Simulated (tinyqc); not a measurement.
Bias dependence of the times: oxide trap near a transistor channel: two-state multiphonon kinetics, telegraph noise and bias instability. Computed by tinyqc, a small Python program. Command: `OMP_NUM_THREADS=1 python tinyqc.py 3007340 3007341 out.jsonl oxidetrap walk`. One thread of a shared host (Intel(R) Xeon(R) Processor @ 2.30GHz), about 0.01 s of CPU time with the checks.

An n-channel device under positive gate bias. The trap is empty (state 1) or holds an electron (state 2); both states are parabolas of equal curvature, and the electron reservoir is taken at the Fermi level of the channel.

Inputs (values chosen for the exercise, with an insulator like Si3N4 on silicon): trap depth x from the interface = 1.2 nm; tunnel barrier phi_b = 2.09 eV; tunnelling mass m_ox = 0.38 m_0; trap level above E_F at zero field E_t = 0.71 eV; relaxation energy E_R = 2.8 eV; oxide field F = 5.2 MV/cm; attempt rate k_0 at the interface = 8e+11 1/s; temperature T = 250 K.

Parts treated: one trap and an ensemble.

Constants: hbar^2/(2 m_0) = 3.80998212 eV angstrom^2; k_B = 8.617333262e-05 eV/K.

Method. kappa = sqrt(2 m_ox phi_b)/hbar = sqrt(m_ox phi_b/(hbar^2/2m_0)); attenuation length lambda = 1/(2 kappa); factor exp(-x/lambda) for a rectangular barrier. E_21 = E_t - e F x is the energy of state 2 over state 1; barriers E_c = (E_R + E_21)^2/(4 E_R), E_e = E_c - E_21; tau_c = exp(E_c/k_B T)/(k_0 P), tau_e = exp(E_e/k_B T)/(k_0 P), P the tunnelling factor; occupation f_2 = tau_e/(tau_c + tau_e); 1/tau_0 = 1/tau_c + 1/tau_e.

tunnelling factor = 1.74254e-05

Against field:
```
F (MV/cm)  E_21 (eV)   tau_c (s)   tau_e (s)         f_2
0.00          0.7100  1.0738e+15  5.2235e+00  4.8644e-15
1.56          0.5228  5.3537e+12  1.5469e+02  2.8895e-11
3.12          0.3356  3.5688e+10  6.1253e+03  1.7163e-07
4.16          0.2108  1.4855e+09  8.3622e+04  5.6290e-05
5.20          0.0860  7.0349e+07  1.2989e+06  1.8129e-02
6.24         -0.0388  3.7908e+06  2.2956e+07  8.5827e-01
7.80         -0.2260  6.0403e+04  2.1728e+09  9.9997e-01
```

What follows from these numbers?

ln(tau_c/tau_e) falls by e x/k_B T = 5.570 per MV/cm, which measures the depth x if the change of surface potential with bias is left aside. Over these rows tau_c shortens by 10.25 decades and tau_e lengthens by 8.62; the shares differ because E_21 is not small against E_R. The times cross at F = E_t/(e x) = 5.92 MV/cm.

Extremes, crossings and ranges named in words are read from the listed rows.
